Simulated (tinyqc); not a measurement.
A particle near a wafer in liquid: double-layer and van der Waals forces (DLVO), deposition barrier and removal. Changing the potential of the particle psi_1. Computed by tinyqc, a small Python program. Command: `OMP_NUM_THREADS=1 python tinyqc.py 3113564 3113565 out.jsonl dlvo sweep`. One thread of a shared host (Intel(R) Xeon(R) Processor @ 2.30GHz), about 0.01 s of CPU time with the checks.

Sphere and flat wall, Derjaguin approximation, constant potentials in the linear-superposition form, no retardation and no hydration force.

Inputs (values chosen for the exercise, of the order of those for silica on silica in water):
```
quantity                             value   unit
particle radius R                       31     nm
Hamaker constant A                 4.3e-21      J
potential of the wafer psi_2           -66     mV
salt concentration c               0.00076  mol/L
valence z of the symmetric salt          1      -
temperature T                          293      K
dielectric constant of the liquid     80.2      -
```

Constants: e = 1.602176634e-19 C; N_A = 6.02214076e+23 1/mol; eps_0 = 8.8541878128e-12 F/m; k_B = 1.380649e-23 J/K; k_B = 8.617333262e-05 eV/K.

Method:
- kappa^2 = 2 z^2 e^2 N_A (1000 c)/(eps eps_0 k_B T); gamma_i = tanh(z e psi_i/(4 k_B T)); Z = 64 pi eps eps_0 (k_B T/(z e))^2 gamma_1 gamma_2.
- U(h) = Z R exp(-kappa h) - A R/(6 h); F(h) = -dU/dh = kappa Z R exp(-kappa h) - A R/(6 h^2), positive for repulsion.
- F = 0 reads x^2 exp(-x) = y with x = kappa h and y = A kappa/(6 Z); the left side peaks at x = 2 with 4/e^2 = 0.5413, so roots exist for smaller y: x < 2 is the barrier, x > 2 the secondary minimum.
- The barrier height is zero when U = 0 and F = 0 together: kappa h = 1 and kappa = 6 Z/(e A), e = 2.718282 here; c follows from kappa^2, with the potentials held fixed.

One run for each value:
```
potential of the particle psi_1 (mV)  barrier height (k_B T)  critical concentration (mol/L)   gamma_1
-100                                                  278.96                          38.340  -0.75742
-88                                                   257.70                          32.939  -0.70205
-77                                                   234.88                          27.587  -0.64250
-66                                                   208.71                          22.020  -0.57402
-54                                                   176.29                          15.977  -0.48895
-42                                                   140.08                          10.345  -0.39344
-31                                                   104.04                           5.921  -0.29766
-20                                                    66.05                           2.554  -0.19548
-8                                                     23.97                           0.418  -0.07905
```

Describe and explain the trends.

Over the rows, barrier height (k_B T) falls from 279 to 24.0; critical concentration (mol/L) falls from 38.3 to 0.418; gamma_1 rises from -0.757 to -0.0790. gamma_1 bends over once |psi| exceeds about 2 k_B T/(z e) = 50 mV, so further charge gains less.

Caution (all rows): kappa R is not large, so the Derjaguin approximation is only rough at gaps of the order of the Debye length. Caution (rows -100, -88.0, -77.0, -66.0, -54.0, -42.0, -31.0, -20.0): above about 1 mol/L the Debye length is of molecular size and surface potentials do not stay fixed, so this value is formal.
